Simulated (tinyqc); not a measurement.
Complex band structure along [001] in sp3s* tight binding, step by step. Values are carried at full precision from step to step, so a last printed digit may differ when a step is redone from the rounded ones.

For k = (0, 0, kz) the phase sums are g0 = cos(phi) and g3 = i sin(phi), phi = kz a/4, and the s, pz, s* orbitals of anion (a) and cation (c) decouple from px, py. With z = exp(i phi), H(z) = H0 + z T + T^T/z for any complex z. H0 is diagonal (Esa, Epa, Exa, Esc, Epc, Exc). The anion-cation block is B(z) = z U + W/z and the cation-anion block z W^T + U^T/z, where U has Vss/2 (s,s), Vsapc/2 (s,z), -Vscpa/2 (z,s), Vxx/2 (z,z), Vxapc/2 (s*,z), -Vpaxc/2 (z,s*), and W has the same values with the s-z and s*-z signs reversed. |z| = 1 is a band state, |z| < 1 decays along [001] as exp(-kappa d) over a distance d, kappa = -(4/a) ln|z|. No spin-orbit coupling.

Values chosen for the exercise (out of a larger set: near a published set for AlAs, fitted to gaps, whose masses and valley positions are rough (light masses up to twice too heavy); not measured data): p = (-7.513, 0.982, -1.166, 3.582, 7.481, 6.709, -6.682, 1.873, 4.299, 5.119, 5.514, 4.505, 5.015) eV (order Esa, Epa, Esc, Epc, Exa, Exc, Vss, Vxx, Vxy, Vsapc, Vscpa, Vxapc, Vpaxc); dE = 1.02 eV (E - Ev); a = 5.656 angstrom (lattice constant).

## The layer matrices

Parameters in the order Esa, Epa, Esc, Epc, Exa, Exc, Vss, Vxx, Vxy, Vsapc, Vscpa, Vxapc, Vpaxc. Form H0 and T.

diagonal of H0 (eV): sa -7.5130, za 0.9820, s*a 7.4810, sc -1.1660, zc 3.5820, s*c 6.7090

T (eV):
```
          sa      za      s*a       sc      zc      s*c
sa    0.0000  0.0000   0.0000  -3.3410  2.5595   0.0000
za    0.0000  0.0000   0.0000  -2.7570  0.9365  -2.5075
s*a   0.0000  0.0000   0.0000   0.0000  2.2525   0.0000
sc   -3.3410  2.7570   0.0000   0.0000  0.0000   0.0000
zc   -2.5595  0.9365  -2.2525   0.0000  0.0000   0.0000
s*c   0.0000  2.5075   0.0000   0.0000  0.0000   0.0000
```

## Edges at Gamma

At z = 1 the levels follow from the blocks [[Esa, Vss], [Vss, Esc]] and [[Epa, Vxx], [Vxx, Epc]]: Ev is the lower p root, and the direct gap ends at the lower of the upper roots.

Ev = 0.0021 eV
EG (direct gap) = 3.0558 eV

## Complex wave vectors at one energy in the gap

Solve det(H0 - E + z T + T^T/z) = 0 with E = Ev + dE, as the linear problem [[0, 1], [-T^T, E - H0]] x = z [[1, 0], [0, T]] x. Roots come as z, -z, 1/z and conjugates; list those with 0 < |z| < 1 and Re z, Im z >= 0, by falling |z|. Re kz = arg(z)/(pi/2) in units of 2 pi/a, kappa = -(4/a) ln|z|.

Decaying roots:
```
Re z      Im z     |z|  Re kz (2 pi/a)  kappa (1/angstrom)
0.7816  0.0000  0.7816          0.0000              0.1743
0.1672  0.4388  0.4696          0.7682              0.5346
```

The slowest root has kappa = 0.1743 1/angstrom at Re kz = 0.000: a purely imaginary k at Gamma. The probability falls by exp(-2 kappa d), a factor 32.6 over 1 nm.

## The px, py block

For px and py the determinant gives (E - Epa)(E - Epc) = Vxx^2 cos^2(phi) + Vxy^2 sin^2(phi). With phi = i kappa a/4 this is sinh^2(kappa a/4) = ((E - Epa)(E - Epc) - Vxx^2)/(Vxx^2 - Vxy^2), E = Ev + dE. Parameters in the order Esa, Epa, Esc, Epc, Exa, Exc, Vss, Vxx, Vxy, Vsapc, Vscpa, Vxapc, Vpaxc.

sinh^2(kappa a/4) = 0.24114
kappa of the heavy-hole branch = 0.3347 1/angstrom

This branch decays faster than the slowest root of the s-pz block (0.1743), by a factor 1.92 in kappa.

## Checks

- Largest distance of a level of the 6 x 6 block at kz = 0.37 (2 pi/a) from a level of the full matrix, against zero (eV): both 0.000000.

Computed by tinyqc, a small Python program: `OMP_NUM_THREADS=1 python tinyqc.py 1481389 1481390 out.jsonl` (the numbers bound the seed that draws the inputs); one thread of a shared host (Intel(R) Xeon(R) Processor @ 2.30GHz), about 0.01 s for the whole set of steps.
